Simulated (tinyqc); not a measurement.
Worked calculation: one-electron ion in a basis of Gaussians. Computed by tinyqc, a small Python program that keeps every step. Settings: Z = 5, l = 0. Command: `OMP_NUM_THREADS=1 python tinyqc.py 21647 21648 out.jsonl` (the two numbers bound the seeds that draw the settings). One thread of a shared host (Intel(R) Xeon(R) Processor @ 2.60GHz), about 0.01 s of CPU time with the checks.

## Matrices over normalised Gaussians

exponents of r^l exp(-a r^2) (1/bohr^2): [2.58100, 6.05000, 14.18000, 33.25000, 77.94000]

Z = 5

l = 0

With p = a_i + a_j and I(k) = Gamma((k+1)/2) / (2 p^((k+1)/2)): S = I(2l+2), T = (2l+3) a_i a_j S / p, V = -Z I(2l+1), each divided by sqrt(S_ii S_jj).

S:
$$\begin{pmatrix}
1.00000 & 0.87622 & 0.61333 & 0.37183 & 0.20909 \\
0.87622 & 1.00000 & 0.87624 & 0.61322 & 0.37183 \\
0.61333 & 0.87624 & 1.00000 & 0.87613 & 0.61319 \\
0.37183 & 0.61322 & 0.87613 & 1.00000 & 0.87621 \\
0.20909 & 0.37183 & 0.61319 & 0.87621 & 1.00000
\end{pmatrix}$$

T (hartree):
$$\begin{pmatrix}
3.87150 & 4.75570 & 4.01771 & 2.67167 & 1.56712 \\
4.75570 & 9.07500 & 11.14761 & 9.41656 & 6.26253 \\
4.01771 & 11.14761 & 21.27000 & 26.12776 & 22.06965 \\
2.67167 & 9.41656 & 26.12776 & 49.87500 & 61.26579 \\
1.56712 & 6.26253 & 22.06965 & 61.26579 & 116.91000
\end{pmatrix}$$

V (hartree):
$$\begin{pmatrix}
-12.81841 & -14.52334 & -14.16669 & -12.55729 & -10.58576 \\
-14.52334 & -19.62537 & -22.23555 & -21.68891 & -19.22557 \\
-14.16669 & -22.23555 & -30.04541 & -34.04222 & -33.20424 \\
-12.55729 & -21.68891 & -34.04222 & -46.00827 & -52.12768 \\
-10.58576 & -19.22557 & -33.20424 & -52.12768 & -70.44015
\end{pmatrix}$$

## Generalised eigenproblem

H = T + V (hartree):
$$\begin{pmatrix}
-8.94691 & -9.76764 & -10.14897 & -9.88562 & -9.01864 \\
-9.76764 & -10.55037 & -11.08794 & -12.27235 & -12.96304 \\
-10.14897 & -11.08794 & -8.77541 & -7.91445 & -11.13459 \\
-9.88562 & -12.27235 & -7.91445 & 3.86673 & 9.13811 \\
-9.01864 & -12.96304 & -11.13459 & 9.13811 & 46.46985
\end{pmatrix}$$

Solve H C = S C e through S^(-1/2); each column has its largest component positive (the first on a tie).

eigenvalues of S: [0.00608, 0.04549, 0.25390, 1.13220, 3.56234]

eigenvalues (hartree): [-12.42101, -0.37212, 19.64158, 76.33565, 224.22954]

coefficients:
$$\begin{pmatrix}
0.36104 & 2.15037 & -2.03252 & 1.21259 & -0.69450 \\
0.31627 & -2.10997 & 4.79735 & -3.95786 & 2.45923 \\
0.33164 & 0.42042 & -3.67068 & 5.90224 & -4.78655 \\
0.03245 & -0.26047 & 0.81692 & -3.81199 & 5.82806 \\
0.09296 & -0.01672 & -0.29595 & 0.38505 & -3.25423
\end{pmatrix}$$

For Z = 5 and l = 0 the exact lowest level is -Z^2/(2 n^2) with n = l + 1: -12.500000 hartree.
